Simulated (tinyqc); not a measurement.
Worked calculation: one-electron ion in a basis of Gaussians. Computed by tinyqc, a small Python program that keeps every step. Settings: Z = 3, l = 1. Command: `OMP_NUM_THREADS=1 python tinyqc.py 21317 21318 out.jsonl` (the two numbers bound the seeds that draw the settings). One thread of a shared host (Intel(R) Xeon(R) Processor @ 2.60GHz), about 0.01 s of CPU time with the checks.

## Matrices over normalised Gaussians

exponents of r^l exp(-a r^2) (1/bohr^2): 0.088970  0.351700  1.390000  5.496000  21.730000  85.890000

Z = 3

l = 1

With p = a_i + a_j and I(k) = Gamma((k+1)/2) / (2 p^((k+1)/2)): S = I(2l+2), T = (2l+3) a_i a_j S / p, V = -Z I(2l+1), each divided by sqrt(S_ii S_jj).

S, lower triangle:
```
          1         2         3         4         5         6
1  1.000000
2  0.577512  1.000000
3  0.155955  0.577598  1.000000
4  0.031379  0.155914  0.577410  1.000000
5  0.005799  0.031371  0.155847  0.577429  1.000000
6  0.001049  0.005800  0.031368  0.155906  0.577558  1.000000
```

T (hartree), lower triangle:
```
          1         2         3          4          5           6
1  0.222425
2  0.205038  0.879250
3  0.065203  0.810605  3.475000
4  0.013736  0.257686  3.202940  13.740000
5  0.002569  0.054288  1.018018  12.664588  54.325000
6  0.000466  0.010158  0.214535   4.026634  50.081206  214.725000
```

V (hartree), lower triangle:
```
           1          2          3          4           5           6
1  -0.951967
2  -0.865173  -1.892719
3  -0.428020  -1.720273  -3.762768
4  -0.167352  -0.850871  -3.419424  -7.482098
5  -0.061132  -0.332686  -1.691132  -6.799476  -14.877499
6  -0.021941  -0.121554  -0.661344  -3.363469  -13.521566  -29.578174
```

## Generalised eigenproblem

H = T + V (hartree), lower triangle:
```
           1          2          3         4          5           6
1  -0.729542
2  -0.660135  -1.013469
3  -0.362817  -0.909668  -0.287768
4  -0.153616  -0.593185  -0.216483  6.257902
5  -0.058563  -0.278399  -0.673115  5.865112  39.447501
6  -0.021475  -0.111396  -0.446809  0.663165  36.559640  185.146826
```

Solve H C = S C e through S^(-1/2); each column has its largest component positive (the first on a tie).

eigenvalues of S: 0.144945  0.284915  0.568744  1.041249  1.676481  2.283666

eigenvalues (hartree): -1.122133  -0.488045  0.946555  10.283749  54.203648  247.972397

coefficients:
```
          1          2          3          4          5          6
1  0.152196   1.156368  -0.507297  -0.143835   0.051516  -0.019902
2  0.735522  -0.588050   1.220785   0.451170  -0.162563   0.062481
3  0.253213  -0.189282  -1.216545  -1.027917   0.410280  -0.156430
4  0.026405  -0.017438  -0.004869   1.339543  -0.942492   0.380515
5  0.003276  -0.002286  -0.017217  -0.087476   1.354298  -0.876450
6  0.000217  -0.000130   0.000945   0.018412  -0.104162   1.276836
```

For Z = 3 and l = 1 the exact lowest level is -Z^2/(2 n^2) with n = l + 1: -1.125000 hartree.
